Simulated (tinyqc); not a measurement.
Worked calculation: valley splitting of a silicon quantum well in envelope theory. Values are carried at full precision from step to step, so a last printed digit may differ when a step is redone from the rounded ones.

Constants: hbar^2/2m0 = 3.80998211 eV angstrom^2; kB = 8.617333262e-05 eV/K.

Parameters, chosen for this exercise (near those of a strained Si well in SiGe; shifted at random, so the results belong to these values and not to a real crystal): k0 = 0.83 2 pi/a (valley position); a = 5.431 angstrom (lattice constant); ml = 0.921 m0 (mass along z); F = 4 mV/nm (field pressing towards the upper interface); w = 1.1 angstrom (interface width parameter); L = 38 angstrom (well width); V0 = 0.17 eV (conduction offset); C0 = 0.244 (Bloch overlap factor); Yb = 0.26 (Ge share of the barrier); Yw = 0 (Ge share of the well); ad = 190 angstrom (dot radius).

## Wave number and lengths

q = 2 k0 (2 pi/a), its wavelength, the field length (c/(ml e F))^(1/3) with c = hbar^2/2m0 and 1 mV/nm = 1e-4 eV/angstrom, and the damping factor y/sinh(y), y = pi q w, of a step smoothed as 1/(1 + exp(z/w)).

q = 1.9205 1/angstrom
wavelength = 3.272 angstrom
field length = 21.8 angstrom
damping factor = 0.0174

## The envelope

The well lies at 0 < z < L; U(z) = V0 [1/(1 + exp(z/w)) + 1/(1 + exp((L - z)/w))] - e F z, 1 mV/nm = 1e-4 eV/angstrom. The envelope psi solves -(c/ml) psi'' + U psi = E psi, c = hbar^2/2m0, by three-point differences on a grid of 0.1 angstrom from -40 to L + 40 angstrom. The two valleys at +/- k0 couple through D = C0 times the integral of exp(-i q z) U(z) psi^2, q = 2 k0 (2 pi/a), and split by Ev = 2|D|.

Two lowest levels, mean position, and psi^2 at both interfaces.

levels (meV): 10.84  64.00

<z> = 20.2 angstrom
psi^2 at z = 0 and L (1/angstrom): 0.00304  0.00518

The field makes psi^2 at the upper interface 1.71 times that at the lower one. The orbital spacing is 53.2 meV.

## Contributions to the coupling

Split D into the lower barrier, the upper barrier and the field term.

Parts of D (micro-eV):
```
part             real  imaginary   size
lower barrier   1.317      0.350  1.362
upper barrier  -1.139      2.017  2.316
field term     -0.003      0.004  0.005
```

## Valley splitting and phase

The inter-valley coupling D is the sum of the complex parts; Ev = 2|D|, the valley phase is arg D, and kB T equals Ev at T = Ev/kB.

Ev = 4.75 micro-eV
phase = 1.50 rad
T = 0.055 K

The upper barrier gives the largest part.

## Alloy disorder

Random alloy: with Y(z) = Yw + (Yb - Yw) B(z), B the bracket in U, and in-plane density exp(-r^2/ad^2)/(pi ad^2), D gains a random complex part of variance sigma^2 = (C0^2/pi)(a^2 V0/(8 ad (Yb - Yw)))^2 (4/a) times the integral of psi^4 Y (1 - Y). Alone it gives a mean splitting sqrt(pi) sigma; together with the smooth part the rms splitting is 2 sqrt(|D|^2 + sigma^2).

Give the integral, sigma, the mean splitting from disorder alone and the rms total.

integral = 2.68e-05 1/angstrom
sigma = 7.8 micro-eV
sqrt(pi) sigma = 13.8 micro-eV
rms splitting = 16.2 micro-eV

|D|/sigma = 0.31: disorder dominates, so the splitting scatters from dot to dot down to zero.

## Checks

- Lowest level for sharp walls and no field against the square well, meV: both 17.7.
- Size of one barrier part in that case against C0 V0 psi(0)^2/sqrt(q^2 + 4 kappa^2), micro-eV: both 91.

Computed by tinyqc, a small Python program: `OMP_NUM_THREADS=1 python tinyqc.py 1252309 1252310 out.jsonl` (the numbers bound the seed that draws the inputs); one thread of a shared host (Intel(R) Xeon(R) Processor @ 2.30GHz), about 0.1 s for the whole set of steps.
